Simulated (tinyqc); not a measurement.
Worked calculation: strain-driven roughening and islands of a mismatched epitaxial film. Computed by tinyqc, a small Python program that keeps every step. Command: `OMP_NUM_THREADS=1 python tinyqc.py 3019576 3019577 out.jsonl island walk`. One thread of a shared host (Intel(R) Xeon(R) Processor @ 2.30GHz), about 0.01 s of CPU time with the checks. Intermediate numbers are printed to about 6 digits and carried at full precision; extremes and crossings named in words are read from the listed rows.

Film and substrate share isotropic elastic constants; the film is coherent and biaxially strained.

Inputs (values chosen for the exercise, for a model film):

| quantity | value | unit |
|---|---|---|
| misfit \|f\| | 0.0426 | - |
| shear modulus G | 36.8 | GPa |
| Poisson ratio nu | 0.28 | - |
| surface energy gamma | 0.888 | J/m^2 |
| contact angle of the shallow shape theta_1 | 13.4 | degrees |
| contact angle of the steep shape theta_2 | 22.6 | degrees |
| facet energy of shape 1 over gamma | 1.009 | - |
| facet energy of shape 2 over gamma | 1.06 | - |
| wetting energy gamma_s - gamma | 0.3 | J/m^2 |
| decay length of wetting delta | 0.28 | nm |
| surface mobility D_s nu_s Omega^2/(k_B T) | 6.6e-33 | m^6/(J s) |
| initial ripple amplitude A0 | 0.081 | nm |
| ripple wavelength over the critical one | 1.5 | - |
| island volume V | 80000 | nm^3 |

Transport: surface diffusion.

Constants: e = 1.602176634e-19 C.

## Elastic energy of the flat film

M = 2 G (1 + nu)/(1 - nu); stress = M f; energy density w = M f^2.

biaxial modulus M = 130.844 GPa

stress = 5.57397 GPa

energy density w = 237.451 MJ/m^3

## Asaro-Tiller-Grinfeld instability

A ripple A cos(k x) has the surface chemical potential per volume [gamma k^2 - 2 (1 + nu) w k] A cos(k x), so k_c = 2 (1 + nu) w/gamma. With surface diffusion the amplitude grows at the rate q = B k^2 [2 (1 + nu) w k - gamma k^2], fastest at k_m = (3/4) k_c. B is the surface mobility.

k_c = 0.684544 1/nm

critical wavelength = 9.17864 nm

fastest wavelength = 12.2382 nm

growth time 1/q at k_m = 0.00736738 s

A ripple of A0 needs about 0.015 s to reach a twentieth of its wavelength.

## A ripple of given wavelength

A ripple A cos(k x) has the surface chemical potential per volume [gamma k^2 - 2 (1 + nu) w k] A cos(k x), so k_c = 2 (1 + nu) w/gamma. With surface diffusion the amplitude grows at the rate q = B k^2 [2 (1 + nu) w k - gamma k^2], fastest at k_m = (3/4) k_c. B is the surface mobility. Stress at the trough = stress x (1 + 2 k A).

k = 0.456363 1/nm

rate q = 127.107 1/s

q over the largest rate = 0.936443

stress concentration at A0 = 1.07393

The ripple grows.

## Wetting layer

The surface energy depends on thickness as gamma + (gamma_s - gamma) exp(-h/delta). Its curvature adds W2 = (gamma_s - gamma) exp(-h/delta)/delta^2 to the restoring terms; the flat film is stable while W2 > (1 + nu)^2 w^2/gamma, which gives h_c = delta ln[(gamma_s - gamma) gamma/(delta^2 (1 + nu)^2 w^2)], or 0 if negative.

wetting-layer thickness h_c = 1.00941 nm

Layer-by-layer growth up to h_c, then roughening: the Stranski-Krastanov mode.

## Island nucleation

Shallow faceted island (Tersoff form): E = 4 Gam V^(2/3) tan^(1/3)(theta) - 6 c V tan(theta), Gam = gamma [x/sin(theta) - 1/tan(theta)], x the facet energy over gamma, c = stress^2 (1 - nu)/(2 pi G). The barrier is the maximum of E, at V_c = [4 Gam/(9 c)]^3 / tan^2(theta) (1 GPa nm = 1 J/m^2).

c = 0.0967463 GPa

Gam of shape 1 = 0.138802 J/m^2

critical volume, shape 1 = 4.56802 nm^3

barrier, shape 1 = 1.97141 eV

Gam of shape 2 = 0.316083 J/m^2

critical volume, shape 2 = 17.6695 nm^3

barrier, shape 2 = 13.3240 eV

The shallow shape has the lower barrier. Each barrier is a third of the surface term at V_c and scales as Gam^3/c^2, that is as f^(-4). Caution: a critical island of a few cubic nanometres holds a few hundred atoms at most, and edge energies, left out here, matter.

## Which shape at the volume V

The two energies cross at V_x^(1/3) = 4 [Gam_2 t2^(1/3) - Gam_1 t1^(1/3)]/(6 c (t2 - t1)), t = tan(theta); mu = dE/dV.

E of shape 1 = -65062.3 eV

E of shape 2 = -109711 eV

crossing volume V_x = 195.569 nm^3

jump of mu at V_x, shape 2 less shape 1 = -34.4468 MJ/m^3

At V the steep shape is lower. At V_x the chemical potential drops, so islands that have turned steep grow at the cost of the shallow ones.

## Scaling with the misfit

A ripple A cos(k x) has the surface chemical potential per volume [gamma k^2 - 2 (1 + nu) w k] A cos(k x), so k_c = 2 (1 + nu) w/gamma. With surface diffusion the amplitude grows at the rate q = B k^2 [2 (1 + nu) w k - gamma k^2], fastest at k_m = (3/4) k_c. V_c = [4 Gam/(9 c)]^3/tan^2(theta), barrier = (4/3) Gam V_c^(2/3) tan^(1/3)(theta); the growth time is 1/q at k_m.

Misfit scaled at fixed constants:

| \|f\| (%) | fastest wavelength (nm) | growth time (s) | V_c of shape 1 (nm^3) | barrier of shape 1 (eV) |
|---|---|---|---|---|
| 1.065 | 195.811 | 4.82829e+02 | 1.87106e+04 | 5.04680e+02 |
| 1.491 | 99.904 | 3.27167e+01 | 2.48496e+03 | 1.31372e+02 |
| 2.130 | 48.953 | 1.88605e+00 | 2.92353e+02 | 3.15425e+01 |
| 2.982 | 24.976 | 1.27799e-01 | 3.88275e+01 | 8.21077e+00 |
| 4.260 | 12.238 | 7.36738e-03 | 4.56802e+00 | 1.97141e+00 |
| 5.964 | 6.244 | 4.99217e-04 | 6.06680e-01 | 5.13173e-01 |

Halving the misfit stretches the wavelength 4 times, the barrier 16 times, the volume 64 times and the time 256 times: f^(-2), f^(-4), f^(-6), f^(-8). Over these rows the time spans 6.0 decades: strongly mismatched films tend to roughen first, while dilute alloys have time to stay flat. Rows with wavelengths under 10 nm or volumes under 5 nm^3 are beyond the continuum picture.

Checks made by the program: k_m against a numerical maximum of the rate (relative difference 5e-10).
